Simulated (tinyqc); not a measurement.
UHF in the 6-31g basis, for H3-, spin multiplicity 1, step by step. The basis has no diffuse functions, so it cannot describe the extra electron: this is an exercise in the method, not the real anion. One step of it, computed by the program tinyqc.

Problem. Iteration 10 (converged): orbitals. Diagonalise F' = X^T F X, C = X C', fill 2 alpha and 2 beta electrons from the bottom; D(s) = C_occ C_occ^T. Each column has its largest component positive (the first on a tie).

converged F(alpha) (hartree):
```
,1H 1s,1H 2s,2H 1s,2H 2s,3H 1s,3H 2s
1H 1s,0.452839,-0.199440,-0.209627,-0.207716,-0.209624,-0.207712
1H 2s,-0.199440,-0.063754,-0.209143,-0.128708,-0.209143,-0.128707
2H 1s,-0.209627,-0.209143,0.451815,-0.213657,0.015418,-0.036360
2H 2s,-0.207716,-0.128708,-0.213657,-0.033169,-0.036360,-0.071858
3H 1s,-0.209624,-0.209143,0.015418,-0.036360,0.451803,-0.213665
3H 2s,-0.207712,-0.128707,-0.036360,-0.071858,-0.213665,-0.033175
```

converged F(beta) (hartree):
```
,1H 1s,1H 2s,2H 1s,2H 2s,3H 1s,3H 2s
1H 1s,0.452839,-0.199440,-0.209624,-0.207712,-0.209627,-0.207716
1H 2s,-0.199440,-0.063754,-0.209143,-0.128707,-0.209143,-0.128708
2H 1s,-0.209624,-0.209143,0.451803,-0.213665,0.015418,-0.036360
2H 2s,-0.207712,-0.128707,-0.213665,-0.033175,-0.036360,-0.071858
3H 1s,-0.209627,-0.209143,0.015418,-0.036360,0.451815,-0.213657
3H 2s,-0.207716,-0.128708,-0.036360,-0.071858,-0.213657,-0.033169
```

X:
```
,1H 1s,1H 2s,2H 1s,2H 2s,3H 1s,3H 2s
1H 1s,1.274313,-0.582898,0.015869,0.058489,0.015869,0.058489
1H 2s,-0.582898,1.994936,0.020821,-0.656403,0.020821,-0.656403
2H 1s,0.015869,0.020821,1.254710,-0.502321,-0.008702,0.017633
2H 2s,0.058489,-0.656403,-0.502321,1.568488,0.017633,0.183000
3H 1s,0.015869,0.020821,-0.008702,0.017633,1.254710,-0.502321
3H 2s,0.058489,-0.656403,0.017633,0.183000,-0.502321,1.568488
```

Give: F' = X^T F X; orbital energies; coefficients C; F' = X^T F X; orbital energies; coefficients C; D(alpha) after iteration 10; D(beta) after iteration 10.

Solution.

F' = X^T F X (alpha) (hartree):
```
,1,2,3,4,5,6
1,0.9550,-0.6063,-0.0876,-0.0806,-0.0876,-0.0806
2,-0.6063,0.6192,-0.1193,-0.1886,-0.1193,-0.1886
3,-0.0876,-0.1193,0.9579,-0.6180,0.0180,0.0548
4,-0.0806,-0.1886,-0.6180,0.4515,0.0548,0.0038
5,-0.0876,-0.1193,0.0180,0.0548,0.9579,-0.6180
6,-0.0806,-0.1886,0.0548,0.0038,-0.6180,0.4515
```

orbital energies (alpha) (hartree): MO1 -0.2260, MO2 -0.0226, MO3 0.4754, MO4 1.3240, MO5 1.4103, MO6 1.4319

coefficients C (alpha):
```
,MO1,MO2,MO3,MO4,MO5,MO6
1H 1s,0.2298,0.0000,0.2330,0.4350,0.0001,-1.2941
1H 2s,0.3168,0.0000,1.3644,-0.1290,-0.0001,1.7899
2H 1s,0.1643,-0.2105,-0.0842,0.8748,0.9429,0.3084
2H 2s,0.2846,-0.5923,-0.9392,-0.7122,-0.8626,-0.7844
3H 1s,0.1643,0.2105,-0.0842,0.8748,-0.9429,0.3084
3H 2s,0.2846,0.5923,-0.9392,-0.7123,0.8626,-0.7844
```

F' = X^T F X (beta) (hartree):
```
,1,2,3,4,5,6
1,0.9550,-0.6063,-0.0876,-0.0806,-0.0876,-0.0806
2,-0.6063,0.6192,-0.1193,-0.1886,-0.1193,-0.1886
3,-0.0876,-0.1193,0.9579,-0.6180,0.0180,0.0548
4,-0.0806,-0.1886,-0.6180,0.4515,0.0548,0.0038
5,-0.0876,-0.1193,0.0180,0.0548,0.9579,-0.6180
6,-0.0806,-0.1886,0.0548,0.0038,-0.6180,0.4515
```

orbital energies (beta) (hartree): MO1 -0.2260, MO2 -0.0226, MO3 0.4754, MO4 1.3240, MO5 1.4103, MO6 1.4319

coefficients C (beta):
```
,MO1,MO2,MO3,MO4,MO5,MO6
1H 1s,0.2298,0.0000,0.2330,0.4350,0.0001,-1.2941
1H 2s,0.3168,0.0000,1.3644,-0.1290,-0.0001,1.7899
2H 1s,0.1643,0.2105,-0.0842,0.8748,-0.9429,0.3084
2H 2s,0.2846,0.5923,-0.9392,-0.7123,0.8626,-0.7844
3H 1s,0.1643,-0.2105,-0.0842,0.8748,0.9429,0.3084
3H 2s,0.2846,-0.5923,-0.9392,-0.7122,-0.8626,-0.7844
```

D(alpha) after iteration 10:
```
,1H 1s,1H 2s,2H 1s,2H 2s,3H 1s,3H 2s
1H 1s,0.0528,0.0728,0.0377,0.0654,0.0377,0.0654
1H 2s,0.0728,0.1004,0.0520,0.0902,0.0520,0.0901
2H 1s,0.0377,0.0520,0.0713,0.1714,-0.0173,-0.0779
2H 2s,0.0654,0.0902,0.1714,0.4318,-0.0779,-0.2699
3H 1s,0.0377,0.0520,-0.0173,-0.0779,0.0713,0.1714
3H 2s,0.0654,0.0901,-0.0779,-0.2699,0.1714,0.4319
```

D(beta) after iteration 10:
```
,1H 1s,1H 2s,2H 1s,2H 2s,3H 1s,3H 2s
1H 1s,0.0528,0.0728,0.0377,0.0654,0.0377,0.0654
1H 2s,0.0728,0.1004,0.0520,0.0901,0.0520,0.0902
2H 1s,0.0377,0.0520,0.0713,0.1714,-0.0173,-0.0779
2H 2s,0.0654,0.0901,0.1714,0.4319,-0.0779,-0.2699
3H 1s,0.0377,0.0520,-0.0173,-0.0779,0.0713,0.1714
3H 2s,0.0654,0.0902,-0.0779,-0.2699,0.1714,0.4318
```
